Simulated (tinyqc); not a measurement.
Liquidus of a compound AB in a simple-solution melt, liquid-phase epitaxy and vapour pressures: one step, computed by the program tinyqc. Command: `OMP_NUM_THREADS=1 python tinyqc.py 3026390 3026391 out.jsonl liq35 walk`. One thread of a shared host (Intel(R) Xeon(R) Processor @ 2.30GHz), about 0.03 s of CPU time with the checks.

x is the atom fraction of B in the melt. The melt is a simple solution: R T ln gamma_B = W (1 - x)^2, R T ln gamma_A = W x^2, W = a + b T. The solid AB is stoichiometric.

Question. Slope of the liquidus. Liquidus (Vieland): f(x) = R T ln[4 x (1 - x)] + 2 W (1/2 - x)^2 + S_F (T_F - T) = 0. dx/dT = -(df/dT)/f', df/dT = R ln[4 x (1 - x)] + 2 b (1/2 - x)^2 - S_F, f' = (1 - 2x)[R T/(x (1 - x)) - 2 W]. Concentrations: C_L = x N_A/V_L in the melt, C_S = 4/a0^3 in the solid; m = dT/dC_L.

Inputs (values chosen for the exercise, for a model compound):

| quantity | value | unit |
|---|---|---|
| entropy of fusion S_F | 68.8 | J/(mol K) |
| interaction slope b | -33.3 | J/(mol K) |
| saturation temperature T | 1036 | K |
| molar volume of the melt V_L | 12.2 | cm^3/mol |
| lattice constant a0 | 5.653 | angstrom |

solubility x = 0.01325288

W = -17.7988 kJ/mol

Constants: R = 8.314462618 J/(mol K); N_A = 6.02214076e+23 1/mol; k_B = 8.617333262e-05 eV/K.

Give: dx/dT; C_L; C_S; slope m; apparent heat of solution k_B T^2 d ln x/dT.

Answer.

dx/dT = 1.614e-04 1/K

C_L = 6.542e+20 1/cm^3

C_S = 2.214e+22 1/cm^3

slope m = 1.255e-19 K cm^3

apparent heat of solution k_B T^2 d ln x/dT = 1.127 eV
